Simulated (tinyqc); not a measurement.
Segment and feed resistance from two drops.

Inverse problem. A rail is fed at one end through Rq; K loads of Ij follow, each after a segment Rs. The drop at load j is K Ij Rq + Rs Ij sum_(l=1..j) (K - l + 1). Find Rs, Rq and the worst drop, at the middle, if the rail were fed through Rq at both ends: K Ij Rq/2 + Rs Ij K^2/8 with the load taken as continuous.

Values chosen for this exercise:
- K = 14 (number of equal loads)
- Ij = 0.76 mA (current of each load)

drops at the first and at the last load (mV): 10.278240  73.213840

Answer. The difference of the two drops is Rs Ij K (K - 1)/2, which gives Rs; the first drop then gives Rq.

Rs = 0.9100 ohm
Rq = 0.05600 ohm
drop at the middle with two feeds = 17.24 mV

tinyqc, about 0.3 s, one thread, Intel Xeon 2.30GHz (shared host): `OMP_NUM_THREADS=1 python tinyqc.py 2770180 2770181 out.jsonl`
